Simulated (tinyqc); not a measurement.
Quasi-harmonic thermal expansion with mode Grueneisen parameters: one step, computed by the program tinyqc. Command: `OMP_NUM_THREADS=1 python tinyqc.py 3014376 3014377 out.jsonl qha walk`. One thread of a shared host (Intel(R) Xeon(R) Processor @ 2.30GHz), about 0.03 s of CPU time with the checks.

A crystal with two atoms a cell; per atom there are 1 transverse acoustic (TA), 1/2 longitudinal acoustic (LA) and 3/2 optical (O) modes. Every frequency of group i scales as nu_i (V/V0)^(-gamma_i). The acoustic groups have Debye spectra, density 3 nu^2/nu_i^3 up to nu_i (40 Gauss-Legendre points); the optical group has one frequency. Static energy: E = (9 V0 B0/16) [y^3 B' + y^2 (2 - 4 y)], y = (V0/V)^(2/3) - 1, with pressure P_s = (3 B0/2) (z^7 - z^5) [1 + (3/4)(B' - 4)(z^2 - 1)], z = (V0/V)^(1/3).

Task: Grueneisen's estimate. gamma_th = sum gamma_i C_i / sum C_i; volume expansion coefficient alpha_V = gamma_th C k_B/(B0 V0); linear coefficient alpha_V/3; first-order volume change P_ph/B0.

Inputs (values chosen for the exercise, modelled on zinc selenide): static volume V0 = 22.8 angstrom^3/atom; static bulk modulus B0 = 59.7 GPa; temperature T = 300 K.

Acoustic groups: Debye.

Groups:
```
group  h nu_i/(k_B T)  U_i (meV)  C_i (k_B)  gamma_i C_i (k_B)
TA          0.3295480   25.99220  0.9945909          -1.094050
LA          0.7870759   13.32346  0.4848490          0.5333339
O            1.132621   42.83746   1.349430           1.889203
```

phonon pressure at V0 = 0.3235050 GPa

Constants: k_B = 8.617333262e-05 eV/K; 1 eV/angstrom^3 = 160.2176634 GPa.

Give: heat capacity C at V0; gamma_th at V0; linear expansion, Grueneisen estimate; first-order volume change.

Result:

heat capacity C at V0 = 2.829 k_B/atom

gamma_th at V0 = 0.4696

linear expansion, Grueneisen estimate = 4.492 ppm/K

first-order volume change = 0.5419 %
